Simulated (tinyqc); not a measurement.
Square on-chip spiral inductor, lumped pi model: effect of the oxide below the coil.

Outer diameter do = di + 2 n wd + 2 (n - 1) sp, mean da = (do + di)/2, fill p = (do - di)/(do + di), length l = 4 n da. L = 2.34 mu0 n^2 da/(1 + 2.75 p), mu0 = 4 pi 1e-7 H/m. Rs = rho l/(wd delta (1 - exp(-th/delta))), delta = sqrt(rho/(pi f mu0)). Cs = n wd^2 eps0 eo/hu across the coil. At each end Cox = l wd eps0 eo/(2 ho) leads to the substrate branch Rsi = 2 rs he/(l wd) in parallel with Csi = l wd eps0 11.7/(2 he). With one end grounded Y = 1/(Rs + i w L) + i w Cs + 1/[1/(i w Cox) + 1/(1/Rsi + i w Csi)], w = 2 pi f; Q = -Im Y/Re Y. Eddy currents in neighbouring turns and in the substrate are left out.

Peak Q and its frequency from a search over f; self-resonance where Im Y = 0; Q at the given f (negative beyond resonance).

Values chosen for this exercise; values of the order met in silicon radio-frequency processes:

| symbol | value | unit | meaning |
|---|---|---|---|
| n | 5.5 |  | number of turns |
| wd | 6 | um | line width |
| sp | 1.5 | um | space between turns |
| di | 100 | um | inner diameter |
| th | 0.9 | um | metal thickness |
| rho | 1.9 | uohm cm | metal resistivity |
| hu | 0.9 | um | oxide between coil and underpass |
| eo | 3.9 |  | relative permittivity of the oxide |
| rs | 100 | ohm cm | substrate resistivity |
| he | 50 | um | effective spreading depth in the substrate |
| f | 9.8 | GHz | frequency |

Constants: eps0 = 8.8541878128e-12 F/m. Results are converted to the units shown.

The same in every row: L (nH) = 6.975; do (um) = 179.5.

Effect of the oxide below the coil:

| ho (um) | peak Q | f of the peak (GHz) | self-resonance (GHz) | Q at f |
|---|---|---|---|---|
| 1 | 7.460 | 4.400 | 11.89 | 2.776 |
| 2 | 7.733 | 4.564 | 12.12 | 3.199 |
| 3 | 7.996 | 4.722 | 12.34 | 3.620 |
| 5 | 8.494 | 5.020 | 12.74 | 4.446 |
| 7 | 8.955 | 5.295 | 13.11 | 5.240 |
| 10 | 9.585 | 5.672 | 13.61 | 6.351 |
| 15 | 10.49 | 6.216 | 14.32 | 7.966 |

What does the comparison show?

As ho goes from 1 to 15, L stays at 6.98 nH, the peak Q rises from 7.46 to 10.5, its frequency rises from 4.40 to 6.22 GHz and the self-resonance rises from 11.9 to 14.3 GHz.

Numbers from tinyqc (`OMP_NUM_THREADS=1 python tinyqc.py 2302106 2302107 out.jsonl`; about 0.01 s on one thread of a shared Intel Xeon 2.30GHz).
